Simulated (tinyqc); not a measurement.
# Free and trapped electrons in a MOS channel with a dense trap tail: free and trapped charge against gate voltage

p-type body, charge-sheet picture, full ionisation (an idealisation for deep acceptors), Boltzmann statistics for free electrons. e = Ec - EF at the surface. Acceptor-like traps of density D(E) = D0 + De exp(-E/Ew) at depth E below Ec, from 0 to Eu, hold n_t = integral of D(E)/(1 + exp((e - E)/Vt)). psi = Eg - Vt ln(Nv/Na) - e; N_dep = sqrt(2 eps0 eps_r Na (psi - Vt)/q); n_f = sqrt(N_dep^2 + 2 eps0 eps_r Vt Nc exp(-e/Vt)/q) - N_dep; Vg = Vfb + psi + q (N_dep + n_t + n_f)/Cox, Cox = eps0 eox/tox.

Free share n_f/(n_f + n_t); swing ln 10 n_f/(dn_f/dVg); field-effect mobility mf q (dn_f/dVg)/Cox, for a constant mf; oxide field q (N_dep + n_t + n_f)/(eps0 eox).

Inputs (values chosen for the exercise); band and dielectric values close to those of 4H silicon carbide: temperature T = 300 K; band gap Eg = 3.21 eV; relative permittivity eps_r = 9.79; conduction-band density of states at T Nc = 1.67e19 cm^-3; valence-band density of states at T Nv = 2.49e19 cm^-3; relative permittivity of the insulator eox = 3.9; insulator thickness tox = 32 nm; acceptor density Na = 1e16 cm^-3; flat-band voltage without trapped charge Vfb = -2.79 V; constant background density of acceptor-like traps D0 = 4.1e10 cm^-2 eV^-1; density of the tail at the conduction edge De = 3.1e13 cm^-2 eV^-1; decay energy of the tail Ew = 0.08 eV; depth below Ec down to which the traps reach Eu = 0.63 eV; mobility of free electrons mf = 110 cm^2/(V s).

Constants: q = 1.602176634e-19 C, kB = 1.380649e-23 J/K, Vt = kB T/q, eps0 = 8.8541878128e-14 F/cm where lengths are in cm. Results are converted to the units shown.

Free and trapped charge against gate voltage:
columns A: Vg (V); B: e (eV); C: n_f (cm^-2); D: n_t (cm^-2); E: free share (%); F: swing (mV/decade); G: field-effect mobility (cm^2/(V s)); H: oxide field (MV/cm)
```
A           B         C         D         E      F        G       H
0.7    0.3670   3.000e6  4.000e10  0.007499  106.0  0.01064  0.2654
1.4    0.1732   5.192e9  3.564e11     1.436  464.4    4.205  0.4236
2.1    0.1122  5.218e10  7.338e11     6.639   1044    18.80  0.6232
2.9   0.07590  1.892e11  1.108e12     14.59   1948    36.51  0.8619
3.6   0.05490  3.729e11  1.379e12     21.28   2875    48.77   1.074
4.4   0.03659  6.410e11  1.636e12     28.15   3991    60.40   1.318
5.1   0.02345  9.195e11  1.819e12     33.58   4981    69.42   1.533
5.9   0.01061  1.283e12  1.985e12     39.25   6139    78.57   1.779
6.6  8.105e-4  1.634e12  2.097e12     43.80   7198    85.39   1.995
```

What does the comparison show?

n_f reaches 1e11 cm^-2 at Vg = 2.44 V, against 1.10 V without traps. The free share rises from 0.00750 to 43.8 % and the field-effect mobility rises from 0.0106 to 85.4 cm^2/(V s), although mf = 110 is constant: in the last row 77.6 % of Cox dVg goes into free electrons. The swing in the first row is 106 mV a decade (Vt ln 10 = 59.5). For Vg = 4.4, 5.1, 5.9, 6.6 EF lies less than 2 Vt below the band edge, or above it, where degeneracy and confinement, left out, matter.

Computed by the program tinyqc: `OMP_NUM_THREADS=1 python tinyqc.py 2222027 2222028 out.jsonl`, one thread of a shared Intel Xeon 2.30GHz, about 0.02 s for the whole run.
